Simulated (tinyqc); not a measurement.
Inside a calculation. Model: sheet resistance of a shallow doped layer with concentration-dependent mobility and limited activation. Computed by tinyqc, a small Python program that keeps every step. Command: `OMP_NUM_THREADS=1 python tinyqc.py 3031771 3031772 out.jsonl irvin walk`. One thread of a shared host (Intel(R) Xeon(R) Processor @ 2.30GHz), about 0.02 s of CPU time with the checks. Intermediate numbers are printed to about 7 digits and carried at full precision; extremes and crossings named in words are read from the listed rows.

A layer of one dopant lies in a background of the opposite type. Current flows parallel to the surface down to the junction; depletion is ignored.

Inputs (values chosen for the exercise, modelled on phosphorus in silicon):
```
quantity                          value        unit
surface concentration C_s       1.5e+21      1/cm^3
length l                            4.5          nm
background C_B                    3e+18      1/cm^3
mobility floor mu_min              65.3  cm^2/(V s)
mobility mu_max                    1400  cm^2/(V s)
reference density N_r          9.48e+16      1/cm^3
exponent alpha                     0.71           -
prefactor of the active limit   9.7e+21      1/cm^3
energy of the active limit        0.335          eV
anneal temperature T                950           C
```

Profile: Gaussian.

Constants: k_B = 8.617333262e-05 eV/K; e = 1.602176634e-19 C.

## Active limit and depths

C(x) = C_s exp(-x^2/(2 l^2)). Temperatures in kelvin are T(C) + 273.15. Active limit C_a = prefactor x exp(-energy/(k_B T)); the junction lies where C = C_B, and the profile exceeds C_a down to x_a (zero if C_s is below C_a). Slope at the junction in nm per decade = ln(10) C/|dC/dx|.

active limit C_a = 4.040751e+20 1/cm^3

junction depth x_j = 15.86479 nm

depth x_a = 7.288387 nm

abruptness at the junction = 2.939046 nm/decade

## Local values

Active density N = min(C, C_a); carriers n = N - C_B; mobility mu = mu_min + (mu_max - mu_min)/(1 + ((N + C_B)/N_r)^alpha). Conductivity e n mu. Depths are 0, 0.2, 0.4, 0.6, 0.8 and 0.95 of x_j.

Along the depth:
```
x (nm)      C (1/cm^3)    N (1/cm^3)  mu (cm^2/(V s))  conductivity (S/cm)
0.00000   1.500000e+21  4.040751e+20          68.8068             4421.476
3.17296   1.169856e+21  4.040751e+20          68.8068             4421.476
6.34592   5.549528e+20  4.040751e+20          68.8068             4421.476
9.51888   1.601261e+20  1.601261e+20          71.9964             1812.464
12.69183  2.810286e+19  2.810286e+19          86.7775              349.012
15.07155  5.498837e+18  5.498837e+18         117.9727               47.231
```

## Sheet resistance

Integrals from 0 to x_j, where C = C_B (Gauss-Legendre, 60 points on each smooth piece; 1 nm = 1e-7 cm): dose int C dx, carriers int n dx, mean mobility int n mu dx/int n dx, R_s = 1/(e int n mu dx).

chemical dose = 8.456295e+14 1/cm^2

sheet carrier density = 3.784789e+14 1/cm^2

mean mobility = 69.62705 cm^2/(V s)

sheet resistance R_s = 236.8481 ohm/square

carriers per dopant atom = 0.4475706

product R_s x_j = 3757.546 ohm nm

A box at the active limit as deep as x_j would give 143 ohm/square, the least this anneal allows at that depth. Clipping at C_a leaves 55 % of the dose without carriers (compensation included). Caution: above about 2e20 per cm^3 measured mobilities fall further than this form.

## Raising the surface concentration at fixed length

The last column drops the active limit.

Layers:
```
C_s (1/cm^3)  x_j (nm)  dose (1/cm^2)  mean mu (cm^2/(V s))  R_s (ohm/square)  R_s if all active
3.00e+19       9.65685   1.638041e+13              91.26824          5071.914           5071.914
1.00e+20      11.91703   5.594278e+13              78.45997          1519.071           1519.071
2.00e+20      13.04178   1.123749e+14              73.91506           778.534            778.534
5.00e+20      14.39437   2.816065e+14              70.37244           342.565            321.090
1.00e+21      15.33852   5.636230e+14              69.79296           262.764            163.364
2.00e+21      16.22784   1.127632e+15              69.54106           222.647             82.707
```

R_s falls as C_s^-1.00 between the first rows and as C_s^-0.24 between the last. Below C_a = 4.0e20 the exponent is set by the mobility, which drops from 91 towards mu_min, and by compensation. Above C_a extra dose only widens the clipped region: in the last row R_s is 2.69 times the fully active value. Caution: in rows with more than about 2e20 active atoms per cm^3 measured mobilities fall further than this form.

Checks made by the program: sheet conductance against adaptive quadrature (relative difference below 1e-10).
